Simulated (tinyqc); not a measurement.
Polytypes and stacking faults of a tetrahedral semiconductor in an axial Ising model with couplings up to third neighbours: one step, computed by the program tinyqc. Command: `OMP_NUM_THREADS=1 python tinyqc.py 3002479 3002480 out.jsonl polytype walk`. One thread of a shared host (Intel(R) Xeon(R) Processor @ 2.30GHz), about 0.01 s of CPU time with the checks.

Each double layer has s = +1 or -1 for the sense of its stacking step; E per pair of atoms = E0 - sum_n J_n <s_i s_(i+n)>, n = 1, 2, 3. Hexagonality h = (1 - <s_i s_(i+1)>)/2.

Question. Stacking-fault energies. Faults in 3C: the sequences intrinsic (-), extrinsic (--), twin boundary (+ turns to -) are put between perfect repeats; k_n = (layers x C_n of the host) - sum_i s_i s_(i+n). gamma = sum k_n J_n/A, A = (sqrt 3/2) a^2; 1 meV/angstrom^2 = 16.02177 mJ/m^2.

Inputs (values chosen for the exercise, of the order of those of ZnS for J, a, G and the gaps):

| quantity | value | unit |
|---|---|---|
| J1 | 2.01 | meV/pair |
| J2 | -0.0866 | meV/pair |
| J3 | 0.05 | meV/pair |
| basal lattice constant a | 3.82 | angstrom |

Host polytype: 3C.

fault coefficients k_n:
```
               J1  J2  J3
intrinsic       4   4   4
extrinsic       4   8   8
twin boundary   2   4   6
```

Constants: 1 eV/angstrom^2 = 16.02176634 J/m^2.

Give: gamma; energy of the glide fault, intrinsic.

Answer.

gamma (mJ/m^2): intrinsic 10.008, extrinsic 9.822, twin boundary 5.038

energy of the glide fault, intrinsic = 10.008 mJ/m^2

The cheapest is the twin boundary fault.
